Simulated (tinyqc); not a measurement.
Concentration-dependent dopant diffusion with charged defects and the built-in field. From one set of inputs to another, one input at a time. Computed by tinyqc, a small Python program. Command: `OMP_NUM_THREADS=1 python tinyqc.py 3016337 3016338 out.jsonl extrinsic ladder`. One thread of a shared host (Intel(R) Xeon(R) Processor @ 2.30GHz), about 0.6 s of CPU time with the checks.

A constant source C_s feeds a half space. The dopant moves through neutral point defects and through charged ones, whose number grows with the majority carrier density n.

The inputs printed are set A. Set A is modelled on boron in silicon; the values taken over come from a set modelled on arsenic in silicon. Inputs not listed in the table keep their values of set A, so the rows need not describe a real material.

Inputs (values chosen for the exercise, modelled on boron in silicon):
```
quantity                        value    unit
neutral prefactor D0x           0.044  cm^2/s
neutral activation energy E0     3.49      eV
singly charged prefactor D01    0.938  cm^2/s
activation energy E1             3.49      eV
surface concentration C_s     2.5e+19  1/cm^3
junction level C_B            5.4e+15  1/cm^3
temperature T                    1125       C
time t                            340       s
```

Field enhancement: on.

Constants: k_B = 8.617333262e-05 eV/K.

Method:
- n_i = 3.87e16 T^1.5 exp(-7014/T) per cm^3 (T in kelvin, an empirical form); each D = prefactor x exp(-E/(k_B T)); the intrinsic diffusivity D_i is their sum.
- Temperatures in kelvin are T(C) + 273.15.
- n = C/2 + sqrt(C^2/4 + n_i^2); D(C) = h [Dx + D1 (n/n_i)], h = 1 + C/sqrt(C^2 + 4 n_i^2).
- With y = x/sqrt(D_s t), u = C/C_s and q = -(D/D_s) du/dy: du/dy = -q D_s/D, dq/dy = -(y/2) q D_s/D, u(0) = 1. The surface flux q(0) is shot so that u tends to 0 (LSODA, an adaptive multistep solver, relative tolerance 1e-10). Dose Q = 2 q(0) C_s sqrt(D_s t).
- The junction lies where C = C_B.

Each row keeps all changes above it:
```
input moved                                                                  from            to  junction depth x_j (nm)  dose Q (1/cm^2)  junction in units of sqrt(D_s t)
set A                                                                           -             -                    547.8        4.276e+14                             3.011
temperature T (C)                                                            1125          1000                    145.2        1.340e+14                             2.458
surface concentration C_s (1/cm^3)                                        2.5e+19         2e+20                    291.9        2.944e+15                             1.761
time t (s)                                                                    340            32                     89.5        9.033e+14                             1.761
junction level C_B (1/cm^3)                                               5.4e+15       5.2e+15                     89.6        9.033e+14                             1.762
singly charged prefactor D01 (cm^2/s) and activation energy E1 (eV)   0.938, 3.49    32.5, 4.15                     27.8        2.665e+14                             1.863
neutral prefactor D0x (cm^2/s) and neutral activation energy E0 (eV)  0.044, 3.49  0.0125, 3.45                     26.7        2.640e+14                             1.799
```

Junction depth x_j goes from 548 to 26.7, a factor 0.0487 in all. The largest single move comes from temperature T (a factor 0.265), and surface concentration C_s works against it (a factor 2.01). Dose Q goes from 4.28e14 to 2.64e14, a factor 0.617 in all. The largest single move comes from surface concentration C_s (a factor 22.0), but it runs against the net change; the largest move in the direction of the net change is singly charged prefactor D01 with activation energy E1 (a factor 0.295). Junction in units of sqrt(D_s t) goes from 3.01 to 1.80, a factor 0.597 in all. The largest single move comes from surface concentration C_s (a factor 0.716), and singly charged prefactor D01 with activation energy E1 works against it (a factor 1.06). The single moves hold for this order of the switches; the total does not depend on the order.

Caution (rows surface concentration C_s, time t, junction level C_B, singly charged prefactor D01, neutral prefactor D0x): at such concentrations dopants can cluster or exceed their solubility; the active fraction and the diffusivity then fall below the model.

Extremes, crossings and ranges named in words are read from the listed rows.
